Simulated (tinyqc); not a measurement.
Energy and lattice constant: complex band structure along [001] in sp3s* tight binding.

For k = (0, 0, kz) the phase sums are g0 = cos(phi) and g3 = i sin(phi), phi = kz a/4, and the s, pz, s* orbitals of anion (a) and cation (c) decouple from px, py. With z = exp(i phi), H(z) = H0 + z T + T^T/z for any complex z. H0 is diagonal (Esa, Epa, Exa, Esc, Epc, Exc). The anion-cation block is B(z) = z U + W/z and the cation-anion block z W^T + U^T/z, where U has Vss/2 (s,s), Vsapc/2 (s,z), -Vscpa/2 (z,s), Vxx/2 (z,z), Vxapc/2 (s*,z), -Vpaxc/2 (z,s*), and W has the same values with the s-z and s*-z signs reversed. |z| = 1 is a band state, |z| < 1 decays along [001] as exp(-kappa d) over a distance d, kappa = -(4/a) ln|z|. No spin-orbit coupling.

Parameters, chosen for this exercise (out of a larger set: near a published set for InAs, fitted to gaps, whose masses and valley positions are rough (light masses up to twice too heavy); not measured data):
- p = (-9.555, 0.911, -2.727, 3.731, 7.429, 6.752, -5.586, 1.839, 4.47, 3.041, 5.435, 3.368, 3.909) eV (order Esa, Epa, Esc, Epc, Exa, Exc, Vss, Vxx, Vxy, Vsapc, Vscpa, Vxapc, Vpaxc)
- a = 6.054 angstrom (lattice constant)
- dE = 0.19 eV (E - Ev)

The slowest root of the s-pz block and the heavy-hole branch, sinh^2(kappa a/4) = ((E - Epa)(E - Epc) - Vxx^2)/(Vxx^2 - Vxy^2), at E = Ev + dE with Ev the lower root of [[Epa, Vxx], [Vxx, Epc]]; the couplings are kept when a changes.

Results for these values:

| case | slowest kappa (1/angstrom) | heavy-hole kappa (1/angstrom) |
|---|---|---|
| base | 0.0271 | 0.1478 |

What happens to each result for dE = 0.22 eV, all else kept?

Answer: slowest kappa does not change at the printed digits; heavy-hole kappa rises from 0.1478 to 0.1583.

The same for each parameter in turn:

| case | slowest kappa (1/angstrom) | heavy-hole kappa (1/angstrom) |
|---|---|---|
| base | 0.0271 | 0.1478 |
| dE = 0.22 eV | 0.0271 | 0.1583 |
| a = 6.236 angstrom | 0.0263 | 0.1435 |

With the couplings fixed, kappa a stays, so kappa scales as 1/a.

Program tinyqc; command `OMP_NUM_THREADS=1 python tinyqc.py 1450458 1450459 out.jsonl`; about 0.01 s on one thread of a shared Intel(R) Xeon(R) Processor @ 2.30GHz.
